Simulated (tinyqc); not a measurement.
Resistance of a source-drain extension with a graded tip: one step of the calculation.

y runs along the channel, the gate covers y > 0. The doping is N0 for y < y0 and N0 10^(-(y - y0)/la) beyond, uniform over the depth xj. Sheet conductance s(y) = q mu(N) max(N - Nch, 0) xj + (for y > 0) ma Cox Vo, with mu(N) = u0 + (u1 - u0)/(1 + (N/Nr)^au) and Cox = eps0 eox/tox. Current is taken as one-dimensional; depletion of the tip, spreading and the contact are left out. The metallurgical junction lies at yj, where N = Nch.

Task. Sheet resistances and junction position. yj = y0 + la log10(N0/Nch); sheet resistance of the full extension 1/[q mu(N0)(N0 - Nch) xj] and of the gate-induced layer 1/(ma Cox Vo); metallurgical length Lg - 2 yj; ye is where the doped and the gate-induced conductances are equal.

Values chosen for this exercise; mobility law close to that of holes in silicon:
- eox = 22.4 (relative permittivity of the gate insulator (close to hafnium oxide))
- tox = 9.9 nm (insulator thickness)
- N0 = 5.6e19 cm^-3 (active doping of the extension far from the gate)
- la = 2.2 nm/decade (lateral abruptness)
- y0 = -0.8 nm (position under the gate where the fall begins (gate edge at 0))
- xj = 24 nm (depth of the extension)
- Nch = 3.1e18 cm^-3 (channel doping)
- Vo = 0.83 V (gate overdrive)
- ma = 80 cm^2/(V s) (mobility of the gate-induced layer)
- u1 = 470.5 cm^2/(V s) (mobility at low doping)
- u0 = 44.9 cm^2/(V s) (mobility at high doping)
- Nr = 2.23e17 cm^-3 (reference doping)
- au = 0.719 (exponent)
- Lg = 30 nm (gate length)

Constants: q = 1.602176634e-19 C, eps0 = 8.8541878128e-14 F/cm where lengths are in cm. Results are converted to the units shown.

Find: yj; sheet resistance of the extension; sheet resistance of the induced layer; metallurgical length; ye; N at ye.

Result.

yj = 1.9650 nm
sheet resistance of the extension = 931.80 ohm/square
sheet resistance of the induced layer = 7517.4 ohm/square
metallurgical length = 26.070 nm
ye = 1.1013 nm
N at ye = 7.6553e18 cm^-3

The gate takes over 0.864 nm before the junction, where N is still 2.47 times the channel doping.

tinyqc, about 0.03 s, one thread, Intel Xeon 2.30GHz (shared host): `OMP_NUM_THREADS=1 python tinyqc.py 2282188 2282189 out.jsonl`
